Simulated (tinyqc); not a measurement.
Crystal pulling from the melt: segregation, interface stability, heat balance and point-defect regime: one step, computed by the program tinyqc. Command: `OMP_NUM_THREADS=1 python tinyqc.py 3005207 3005208 out.jsonl pull walk`. One thread of a shared host (Intel(R) Xeon(R) Processor @ 2.30GHz), about 0.01 s of CPU time with the checks.

A dilute solute; steady pulling with a flat interface unless it is found unstable.

Task: Heat balance and the ratio V/G. k_S G_S = k_L G_L + L V; the largest rate for this G_S, with G_L = 0, is k_S G_S/L. Voronkov: the crystal grows vacancy-rich if V/G_S > xi_c and interstitial-rich if below; at fixed G_L the neutral rate solves V = xi_c G_S(V).

Inputs (values chosen for the exercise, modelled on germanium in silicon): pull rate V = 1.5 mm/min; gradient in the melt G_L = 19 K/cm; solid conductivity k_S = 21.3 W/(m K); melt conductivity k_L = 62.2 W/(m K); latent heat per volume L = 4210 J/cm^3; critical ratio xi_c = 0.14 mm^2/(min K).

Give: gradient in the solid G_S; largest rate; V/G_S; neutral pull rate.

Result:

gradient in the solid G_S = 104.90 K/cm

largest rate = 3.1843 mm/min

V/G_S = 0.14300 mm^2/(min K)

neutral pull rate = 1.4416 mm/min

V/G_S is 1.02 xi_c: near the neutral point, where both annihilate. Latent heat makes up 47 % of the flux.
